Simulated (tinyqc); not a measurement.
Thin-body film or fin with hard walls, valleys of the Si type, step by step. Values are carried at full precision from step to step, so a last printed digit may differ when a step is redone from the rounded ones.

Six ellipsoidal valleys with their long axes along the cube axes, mass ml along the axis and mt across it. For a valley whose axis makes the angle theta with the surface normal, 1/m_z = cos^2(theta)/ml + sin^2(theta)/mt sets the confinement; in the plane the masses are m_1 = mt and m_2 = ml mt/m_z, and m_d = sqrt(m_1 m_2).

Constants: hbar^2/2m0 = 3.80998211 eV angstrom^2; kB = 8.617333262e-05 eV/K.

Inputs chosen for the exercise (near those of Si; shifted at random, so the results belong to these values and not to a real crystal): ml = 0.905 m0 (longitudinal mass); mt = 0.19 m0 (transverse mass); face = 110 (face of the film or side wall of the fin); t = 70 angstrom (body thickness); T = 350 K (temperature); g_all = 6 (number of valleys); Ns = 10 x 1e12/cm^2 (sheet density in the on state); alpha = 0.48 1/eV (non-parabolicity).

## Valley masses for the (110) face

Group the valleys by their angle to the normal, heaviest m_z first.

Valleys (masses in m0):
```
valleys g  cos^2(theta)     m_z     m_1     m_2     m_d
4                0.5000  0.3141  0.1900  0.5475  0.3225
2                0.0000  0.1900  0.1900  0.9050  0.4147
```

## Subband edges

A film of thickness t between hard walls, flat band inside: E_n = c (n pi/t)^2/m_z above the bulk edge, c = hbar^2/2m0. Without degeneracy the sheet density is N2 exp((EF - Ec)/kB T) with N2 = sum_i g m_d/(2 pi c) kB T exp(-E_i/kB T) over n = 1 to 40 of each group; a classical film has t Nc with Nc = 2 g_all (m_dos kB T/(4 pi c))^(3/2), m_dos = (ml mt^2)^(1/3). The threshold shift is dVt = kB T ln(t Nc/N2).

The seven lowest levels of all groups together; primes mark the lighter m_z.

Subbands:
```
label  valleys g  E (eV)
1              4  0.0244
1'             2  0.0404
2              4  0.0977
2'             2  0.1616
3              4  0.2199
3'             2  0.3635
4              4  0.3910
```

The second subband, 1', lies 16.0 meV above the first, 0.5 kB T at 350 K.

## Effective density of states and threshold shift

Sum the subbands; 1/angstrom^2 = 1e16/cm^2 and 1/angstrom^3 = 1e24/cm^3.

terms of N2 by group (1e12/cm^2): 7.877  2.788

Nc = 3.429 x 1e19/cm^3
t Nc = 24.006 x 1e12/cm^2
dVt = 24.5 mV

Confinement leaves 44 % of the classical states; the heaviest group holds 74 % of the electrons, against 67 % in the bulk.

## Filling at a given sheet density

n_i = g m_d/(2 pi c) kB T ln(1 + exp((EF - E_i)/kB T)) over the levels listed; solve sum n_i = Ns (1e12/cm^2 = 1e-4/angstrom^2); the band bending of the charge itself is left out. c = hbar^2/2m0.

EF = 0.0033 eV

n_i in the order of the list (1e12/cm^2): 6.555  2.682  0.695  0.055  0.012  0.000  0.000

The fullest subband is 1, with 66 %.

## Non-parabolic correction

Each level E0 of the list is replaced by the root of E (1 + alpha E) = E0.

Levels (eV):
```
label  parabolic  corrected
1         0.0244     0.0242
1'        0.0404     0.0396
2         0.0977     0.0935
2'        0.1616     0.1507
3         0.2199     0.2006
3'        0.3635     0.3157
4         0.3910     0.3366
```

The lowest level drops by 0.3 meV.

## Checks

- N2 of a 3000 angstrom film, summed over n to convergence, plus the half-term of the walls against t Nc, 1/angstrom^2: both 0.10288.

(tinyqc, `OMP_NUM_THREADS=1 python tinyqc.py 1250795 1250796 out.jsonl`, Intel(R) Xeon(R) Processor @ 2.30GHz, 1 thread, shared host, about 0.01 s.)
